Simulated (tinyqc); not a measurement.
Inside a calculation. Method: one-electron ion in a basis of Gaussians. Computed by tinyqc, a small Python program that keeps every step. Settings: Z = 4, l = 0. Command: `OMP_NUM_THREADS=1 python tinyqc.py 31160 31161 out.jsonl` (the two numbers bound the seeds that draw the settings). One thread of a shared host (Intel(R) Xeon(R) Processor @ 2.60GHz), about 0.01 s of CPU time with the checks.

## Matrices over normalised Gaussians

exponents of r^l exp(-a r^2) (1/bohr^2): 1.8660  2.5740  3.5520  4.9000  6.7610  9.3290  12.8700

Z = 4

l = 0

With p = a_i + a_j and I(k) = Gamma((k+1)/2) / (2 p^((k+1)/2)): S = I(2l+2), T = (2l+3) a_i a_j S / p, V = -Z I(2l+1), each divided by sqrt(S_ii S_jj).

S, lower triangle:
```
        1       2       3       4       5       6       7
1  1.0000
2  0.9809  1.0000
3  0.9265  0.9808  1.0000
4  0.8450  0.9264  0.9809  1.0000
5  0.7472  0.8450  0.9265  0.9808  1.0000
6  0.6435  0.7471  0.8450  0.9264  0.9808  1.0000
7  0.5424  0.6435  0.7472  0.8450  0.9265  0.9809  1.0000
```

T (hartree), lower triangle:
```
        1       2       3       4        5        6        7
1  2.7990
2  3.1832  3.8610
3  3.4001  4.3915  5.3280
4  3.4259  4.6902  6.0595  7.3500
5  3.2782  4.7257  6.4722  8.3597  10.1415
6  3.0020  4.5217  6.5213  8.9286  11.5347  13.9935
7  2.6520  4.1409  6.2401  8.9961  12.3195  15.9150  19.3050
```

V (hartree), lower triangle:
```
         1         2         3         4         5         6         7
1  -8.7194
2  -9.3286  -10.2408
3  -9.7333  -10.9571  -12.0300
4  -9.9211  -11.4317  -12.8707  -14.1295
5  -9.9059  -11.6523  -13.4288  -15.1175  -16.5972
6  -9.7184  -11.6342  -13.6880  -15.7728  -17.7578  -19.4961
7  -9.3983  -11.4141  -13.6670  -16.0769  -18.5272  -20.8587  -22.8991
```

## Generalised eigenproblem

H = T + V (hartree), lower triangle:
```
         1        2        3        4        5        6        7
1  -5.9204
2  -6.1454  -6.3798
3  -6.3332  -6.5655  -6.7020
4  -6.4952  -6.7415  -6.8112  -6.7795
5  -6.6277  -6.9266  -6.9566  -6.7578  -6.4557
6  -6.7164  -7.1125  -7.1668  -6.8442  -6.2231  -5.5026
7  -6.7463  -7.2732  -7.4269  -7.0809  -6.2077  -4.9437  -3.5941
```

Solve H C = S C e through S^(-1/2); each column has its largest component positive (the first on a tie).

eigenvalues of S: 0.0000  0.0000  0.0003  0.0046  0.0657  0.7794  6.1500

eigenvalues (hartree): -7.8337  -1.2591  4.3580  14.4694  29.1369  54.7052  90.9294

coefficients:
```
          1         2          3          4          5          6          7
1   -2.9489   22.1209    43.7233    47.4967   -48.0698   -39.4751   -33.7665
2   10.9372  -63.4945  -155.7655  -196.9341   231.8483   206.3606   188.4693
3  -22.6485   85.1624   242.3099   341.9422  -482.7348  -479.8076  -484.7706
4   28.6524  -69.3665  -223.7115  -322.3211   551.2360   625.8465   734.4257
5  -24.4504   34.8345   134.7266   180.5880  -365.9298  -471.5988  -686.9996
6   12.8321   -9.8128   -50.4398   -59.1376   139.0124   187.2081   371.9486
7   -3.5032    0.8677     9.4668     8.2561   -25.6475   -28.3716   -89.6091
```

For Z = 4 and l = 0 the exact lowest level is -Z^2/(2 n^2) with n = l + 1: -8.000000 hartree. The basis is nearly linearly dependent, so rounded matrices do not reproduce these digits.
